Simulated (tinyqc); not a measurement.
# From one set of inputs to another, one input at a time

Model: charge control and current of a heterostructure field-effect transistor. Computed by tinyqc, a small Python program. Command: `OMP_NUM_THREADS=1 python tinyqc.py 3014772 3014773 out.jsonl hemt ladder`. One thread of a shared host (Intel(R) Xeon(R) Processor @ 2.30GHz), about 0.01 s of CPU time with the checks.

Two subbands in a triangular well; E_F is counted from the conduction band edge of the channel at the interface.

The inputs printed are set A. Inputs not listed in the table keep their values of set A, so the rows need not describe a real material.

Inputs (values chosen for the exercise, modelled on AlGaN/GaN): channel mass m = 0.21 m_0; permittivity eps (barrier and channel) = 9.76; barrier thickness d = 10 nm; Schottky barrier phi_B = 1.4 eV; conduction band offset dE_c = 0.36 eV; polarisation charge sigma/e = 1.3e+13 1/cm^2; gate voltage V_G = 0 V; mobility mu = 1600 cm^2/(V s); saturation velocity v_s = 1.2 1e7 cm/s; gate length L = 1800 nm; source resistance R_S = 0 ohm mm; temperature T = 300 K; mixing = 0.5; iteration cap = 200.

Charge source: polarisation. Velocity law: smooth.

Constants: e = 1.602176634e-19 C; eps_0 = 8.8541878128e-12 F/m; k_B = 8.617333262e-05 eV/K; hbar = 1.054571817e-34 J s; m_0 = 9.1093837015e-31 kg; k_B = 1.380649e-23 J/K.

Method:
- Threshold V_T = phi_B - dE_c - sigma d/(eps eps_0) (in volts); C_b = eps eps_0/d.
- Charge control: n_s = C_b (V_G - V_T - E_F/e)/e. Well: mean field F = e n_s/(2 eps eps_0), E_i = (hbar^2/2m)^(1/3) [(3 pi e F/2)(i + 3/4)]^(2/3), i = 0, 1; n_s = D k_B T sum_i ln(1 + exp((E_F - E_i)/k_B T)), D = m/(pi hbar^2), which is solved in closed form for E_F.
- Iteration from n_s = C_b (V_G - V_T)/(2e): E_F from n_s, n_out from the charge control, n_new = n_s + mixing (n_out - n_s), kept above n_s/10; stop when |n_out/n_s - 1| < 1e-9.
- C_g = e dn_s/dV_G = 1/(1/C_b + 1/C_q), 1/C_q = d(E_F/e)/d(e n_s) by a central difference of +/- 0.1 % in n_s; added distance dd = eps eps_0/C_q.
- With V = e n_s/C_g and V_c = v_s L/mu: for v = mu F/(1 + mu F/v_s), V_Dsat = V_c (sqrt(1 + 2V/V_c) - 1) and I/W = C_g v_s (V - V_Dsat); g_m = dI/dV; extrinsic g_m/(1 + g_m R_S); f_T = g_m/(2 pi C_g L).

Each row keeps all changes above it:
```
input moved                                from       to  sheet density n_s (1/cm^2)  saturation current I/W (mA/mm)  extrinsic g_m (mS/mm)
set A                                         -        -                  6.0053e+12                          304.83                 366.50
channel mass m (m_0)                       0.21      0.2                  5.9745e+12                          303.07                 364.84
gate length L (nm)                         1800      450                  5.9745e+12                          569.24                 579.08
permittivity eps (barrier and channel)     9.76     9.32                  6.2155e+12                          608.05                 566.14
conduction band offset dE_c (eV)           0.36     0.43                  6.5214e+12                          647.50                 572.89
mobility mu (cm^2/(V s))                   1600     1400                  6.5214e+12                          619.70                 556.43
saturation velocity v_s (1e7 cm/s)          1.2      1.4                  6.5214e+12                          684.99                 625.93
polarisation charge sigma/e (1/cm^2)    1.3e+13  1.5e+13                  8.2283e+12                          933.57                 665.16
```

Which inputs carry the difference?

Sheet density n_s goes from 6.01e12 to 8.23e12, a factor 1.37 in all. The largest single move comes from polarisation charge sigma/e (a factor 1.26). Saturation current I/W goes from 305 to 934, a factor 3.06 in all. The largest single move comes from gate length L (a factor 1.88). Extrinsic g_m goes from 367 to 665, a factor 1.81 in all. The largest single move comes from gate length L (a factor 1.59). The single moves hold for this order of the switches; the total does not depend on the order.

Extremes, crossings and ranges named in words are read from the listed rows.
